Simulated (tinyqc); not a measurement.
Anisotropic elasticity and sound waves of a cubic crystal: one step, computed by the program tinyqc. Command: `OMP_NUM_THREADS=1 python tinyqc.py 3030119 3030120 out.jsonl cubicelastic walk`. One thread of a shared host (Intel(R) Xeon(R) Processor @ 2.30GHz), about 0.01 s of CPU time with the checks.

Voigt order 1..6 = xx, yy, zz, yz, xz, xy, with engineering shear strains. The rotated frame has x' as named, z' along the wafer normal and y' = z' x x'.

Task: Compliances and anisotropy. S11 = (C11 + C12)/D, S12 = -C12/D, D = (C11 - C12)(C11 + 2 C12), S44 = 1/C44. Zener ratio A = 2 C44/(C11 - C12); S0 = S11 - S12 - S44/2; H = 2 C44 + C12 - C11.

Inputs (values chosen for the exercise, modelled on indium arsenide): C11 = 82.02 GPa; C12 = 45.91 GPa; C44 = 39.63 GPa.

Frame: (001) wafer, x' along [210].

Give: S11; S12; S44; Zener ratio A; S0; H.

Result:

S11 = 20.38 1/TPa

S12 = -7.314 1/TPa

S44 = 25.23 1/TPa

Zener ratio A = 2.195

S0 = 15.08 1/TPa

H = 43.15 GPa
